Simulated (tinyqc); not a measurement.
Finite-difference solution of the diffusion equation on a small grid: one step, computed by the program tinyqc. Command: `OMP_NUM_THREADS=1 python tinyqc.py 3013786 3013787 out.jsonl fdiff walk`. One thread of a shared host (Intel(R) Xeon(R) Processor @ 2.30GHz), about 0.01 s of CPU time with the checks.

dC/dt = D d2C/dx2 on nodes x_j = j dx, j = 0..8; the far end is sealed.

Question. Amplification factors. The mode of M with eigenvalue mu has its amplitude multiplied per step by g = (1 + (1 - theta) r mu)/(1 - theta r mu), with theta = 0 explicit, 1 implicit, 1/2 Crank-Nicolson; the explicit scheme is stable for r up to 2/|mu_min|.

Boundary at x = 0: sealed surface. Scheme: Crank-Nicolson.

operator M:
```
    0   1   2   3   4   5   6   7
0  -2   2   0   0   0   0   0   0
1   1  -2   1   0   0   0   0   0
2   0   1  -2   1   0   0   0   0
3   0   0   1  -2   1   0   0   0
4   0   0   0   1  -2   1   0   0
5   0   0   0   0   1  -2   1   0
6   0   0   0   0   0   1  -2   1
7   0   0   0   0   0   0   1  -2
8   0   0   0   0   0   0   0   2

    8
0   0
1   0
2   0
3   0
4   0
5   0
6   0
7   1
8  -2
```

mesh ratio r = 1.6512

Give: eigenvalues mu of M; factors g; largest stable r of the explicit scheme.

Answer.

eigenvalues mu of M: -4.000  -3.848  -3.414  -2.765  -2.000  -1.235  -0.586  -0.152  0.000

factors g: -0.535  -0.521  -0.476  -0.391  -0.246  -0.010  0.348  0.777  1.000

largest stable r of the explicit scheme = 0.5

The smallest factor is -0.535: the shortest waves flip sign at each step while they decay.
